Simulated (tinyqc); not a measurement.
Finnis-Sinclair potential for a bcc metal: fit to cohesion and elasticity, then vacancy, surfaces and structure: one step, computed by the program tinyqc. Command: `OMP_NUM_THREADS=1 python tinyqc.py 3110289 3110290 out.jsonl fsfit walk`. One thread of a shared host (Intel(R) Xeon(R) Processor @ 2.30GHz), about 0.01 s of CPU time with the checks.

E = (1/2) sum V(r) - A sqrt(rho), rho = sum phi(r), phi = (r - d)^2 for r < d, V = (r - c)^2 (c0 + c1 r + c2 r^2) for r < c. In bcc the 8 first neighbours lie at sqrt(3) a/2 and the 6 second at a; both cut-offs lie below the third shell; Omega = a^3/2; E is per atom and z the number of atoms in a shell. The four constants A, c0, c1, c2 are fitted to E_c, zero pressure, B and C12 - C44 alone, so C44 and C11 - C12 are not matched singly; defects are unrelaxed.

Task: Density sums and the constant A. rho = sum z phi, rho1 = sum z r phi', rho2 = sum z r^2 phi''. At zero pressure the effective pair part V + 2 F' phi obeys C12 = C44, so C12 - C44 = F'' (rho1/3)^2/Omega with F'' = A/(4 rho^(3/2)); this gives A.

Inputs (values chosen for the exercise, modelled on tantalum):

| quantity | value | unit |
|---|---|---|
| lattice constant a | 3.306 | angstrom |
| target C12 | 162 | GPa |
| target C44 | 81.3 | GPa |
| density cut-off d/a | 1.245 | - |

Constants: 1 eV/angstrom^3 = 160.2176634 GPa.

Give: rho; rho1; rho2; A.

Result:

rho = 16.494 angstrom^2

rho1 = -89.527 angstrom^2

rho2 = 262.31 angstrom^2

A = 2.7380 eV/angstrom
